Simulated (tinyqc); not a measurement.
# Thermoelectric coefficients with electrons and holes, Landauer integrals: what changes with what

Bulk parabolic band, x = (E - Ec)/kB T, C = hbar^2/(2 m0), kB T in eV. Modes per area gv m kB T x/(4 pi C) times the back-scattering length l0 x^rr give the transport function s0 X(x), s0 = (2 q^2/h) gv m kB T l0/(4 pi C), X = x^(1 + rr). Holes have the same form with the prefactor bb s0 and the reduced level -eta - xg in place of eta. I_k = int X (x - eta)^k w dx, w = 1/(4 cosh^2((x - eta)/2)).

Inputs (values chosen for the exercise):
```
symbol,value,unit,meaning
T,200,K,temperature
m,1.1,m0,mass of one valley
gv,6,,valleys
l0,6.4,nm,back-scattering length at x = 1
rr,0.5,,energy exponent of that length
kL,2,W/(m K),lattice thermal conductivity
eta,0.3,,reduced Fermi level (EF - Ec)/kB T
xg,2.9,,gap over kB T
bb,2.1,,ratio of the hole prefactor to the electron prefactor
```

Constants: q = 1.602176634e-19 C, kB = 1.380649e-23 J/K, hbar = 1.054571817e-34 J s, h = 6.62607015e-34 J s, m0 = 9.1093837015e-31 kg, Vt = kB T/q, hbar^2/(2 m0) = 0.0380998212 eV nm^2. Results are converted to the units shown.

Each table varies one quantity; the others keep the values above.

## Effect of the Fermi level

sigma = s0 I_0, S = -(kB/q) I_1/I_0, Lorenz number L = (kB/q)^2 [I_2/I_0 - (I_1/I_0)^2], kappa_e = L sigma T. With both bands: sigma = sigma_n + sigma_p, S = (sigma_n S_n + sigma_p S_p)/sigma with S_p = +(kB/q) I_1/I_0 of the holes, and kappa_e is the sum of L sigma T of both bands and the bipolar term sigma_n sigma_p (S_p - S_n)^2 T/sigma. Power factor S^2 sigma, ZT = S^2 sigma T/(kappa_e + kL). The integrals are converged.

Effect of the Fermi level:
```
eta,sigma (S/cm),S (uV/K),kappa_e (W/(m K)),power factor (mW/(m K^2)),ZT
-4.9,9298.4,144.47,3.9320,19.407,0.65433
-3.7,4574.1,191.57,2.1980,16.787,0.79978
-2.5,1941.2,225.36,1.8977,9.8586,0.50586
-1.3,1012.1,91.136,2.7130,0.84063,0.035673
-0.1,1302.4,-143.91,2.1714,2.6972,0.12932
1.1,2691.8,-166.21,1.7091,7.4366,0.40100
2.3,5157.5,-132.51,2.3543,9.0563,0.41597
3.5,8553.4,-103.26,3.7498,9.1198,0.31722
4.7,12710,-82.600,5.6590,8.6718,0.22645
5.9,17502,-68.107,7.9526,8.1184,0.16314
7.1,22846,-57.648,10.554,7.5923,0.12096
```

Read the table: what changes, and by how much?

sigma goes from 9300 through a minimum of 1010 (at eta = -1.3 among the rows listed) to 22800 S/cm, and S moves up and down between -166 and 225 uV/K. Among the rows the power factor is largest at eta = -4.9 and ZT, 0.800, at eta = -3.7, where S = 192 uV/K. S changes sign inside the gap, where the electron and hole terms cancel.

## Effect of the gap

Same model as above.

Effect of the gap:
```
xg,sigma (S/cm),S (uV/K),kappa_e (W/(m K)),power factor (mW/(m K^2)),ZT,bipolar kappa (W/(m K))
1,2331,-27.54,4.257,0.1769,0.005653,3.366
2.4,1726,-141.0,2.391,3.434,0.1564,1.728
3.8,1564,-198.1,1.264,6.140,0.3762,0.6613
5.1,1525,-216.8,0.8295,7.170,0.5068,0.2414
6.5,1514,-223.2,0.6610,7.540,0.5667,0.07707
7.9,1511,-225.0,0.6067,7.648,0.5868,0.02378
9.2,1510,-225.5,0.5905,7.677,0.5927,0.007812
10.6,1510,-225.6,0.5849,7.686,0.5947,0.002313
12,1510,-225.6,0.5833,7.689,0.5953,6.746e-4
```

What does the table show?

S falls from -27.5 to -226 uV/K, the bipolar kappa falls from 3.37 to 6.75e-4 W/(m K), and ZT rises from 0.00565 to 0.595. ZT is within 5 % of its last value from xg = 6.5 on among the rows.

Range of the model: Parabolic bands, elastic scattering and a fixed kL make these model figures, not those of a material.

Numbers from tinyqc (`OMP_NUM_THREADS=1 python tinyqc.py 2800004 2800005 out.jsonl`; about 0.03 s on one thread of a shared Intel Xeon 2.30GHz).
